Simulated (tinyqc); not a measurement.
Kinetics of strain relaxation and threading dislocations in mismatched semiconductor layers: one step, computed by the program tinyqc.

60-degree dislocations on {111} planes of a (001) layer, isotropic elasticity. The Schmid factor is 1/sqrt(6), and a misfit segment relieves strain with b/2.

Question. Relaxation in the anneal. Excess resolved stress tau = (1/sqrt 6) [2 G (1 + nu)/(1 - nu)] (e - e_eq), e_eq = b (1 - nu/4) [ln(h/b) + 1]/(4 pi (1 + nu) h), the Matthews-Blakeslee strain of an uncapped layer; glide velocity v = v0 tau exp(-Q/(k_B T)), tau in MPa. Threads run in two directions, so de/dt = -(b/4) rho v, with rho fixed. With x = e - e_eq, x0 = f - e_eq (fully strained at t = 0) and v = m S x (m the mobility, S x = tau): x = x0 exp(-t/t_r), t_r = 4/(b rho_0 m S). The half time is that at which x = x0/2.

Inputs (values chosen for the exercise, modelled on Ge on Si):
```
quantity,value,unit
misfit f,0.0435,-
shear modulus G,56.7,GPa
Poisson ratio nu,0.26,-
Burgers vector b,4,angstrom
anneal temperature T,755,K
anneal time t,270,s
initial thread density rho_0,31000,1/cm^2
multiplication constant delta,33000,1/m
```

Sources: fixed density of threads.

mobility v/tau = 7.933393e-07 m/s per MPa

equilibrium strain e_eq = 0.01098102

Give: strain left e; share of the excess strain relieved; thread density; half time.

Answer.

strain left e = 0.03025

share of the excess strain relieved = 40.75 %

thread density = 31000 1/cm^2

half time = 357.5 s

Relaxation is under way. The misfit lines laid down are 0.015 micrometre apart. Caution: at stresses above about 1 GPa the linear velocity law understates glide, as stress lowers the kink barrier. Caution: at such misfit the layer islands and relaxes during the first nanometres, so a uniform strained start is an idealisation. Caution: blocking of threads by crossing misfit lines, left out here, leaves real layers with more strain.
